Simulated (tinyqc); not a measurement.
Octagonal on-chip spiral inductor, lumped pi model: one step of the calculation.

Outer diameter do = di + 2 n wd + 2 (n - 1) sp, mean da = (do + di)/2, fill p = (do - di)/(do + di), length l = 3.314 n da. L = 2.25 mu0 n^2 da/(1 + 3.55 p), mu0 = 4 pi 1e-7 H/m. Rs = rho l/(wd delta (1 - exp(-th/delta))), delta = sqrt(rho/(pi f mu0)). Cs = n wd^2 eps0 eo/hu across the coil. At each end Cox = l wd eps0 eo/(2 ho) leads to the substrate branch Rsi = 2 rs he/(l wd) in parallel with Csi = l wd eps0 11.7/(2 he). With one end grounded Y = 1/(Rs + i w L) + i w Cs + 1/[1/(i w Cox) + 1/(1/Rsi + i w Csi)], w = 2 pi f; Q = -Im Y/Re Y. Eddy currents in neighbouring turns and in the substrate are left out.

Task. Admittance, quality factor and apparent inductance. Series branch 1/(Rs + i w L), substrate branch, total Y, Q = -Im Y/Re Y, apparent inductance Im(1/Y)/w, metal-only value w L/Rs, share of the loss in the substrate Re(substrate branch)/Re Y.

Inputs (values chosen for the exercise): frequency f = 4.6 GHz.

L = 0.35482356 nH
Rs = 0.69159734 ohm
Cs = 22.767912 fF
Cox = 18.279634 fF
Rsi = 90820.211 ohm
Csi = 11.406492 fF

Find: series branch; substrate branch; Y; Q; apparent inductance; w L/Rs; share of the loss in the substrate.

Result.

series branch = 6.55-97.07i mS
substrate branch = 0.0042+0.2031i mS
Y = 6.55-96.21i mS
Q = 14.69
apparent inductance = 0.3580 nH
w L/Rs = 14.83
share of the loss in the substrate = 0.06373 %

Q is 99.0 % of the metal-only value.

Program tinyqc, `OMP_NUM_THREADS=1 python tinyqc.py 2302043 2302044 out.jsonl`; Intel Xeon 2.30GHz, shared host, one thread, about 0.01 s.
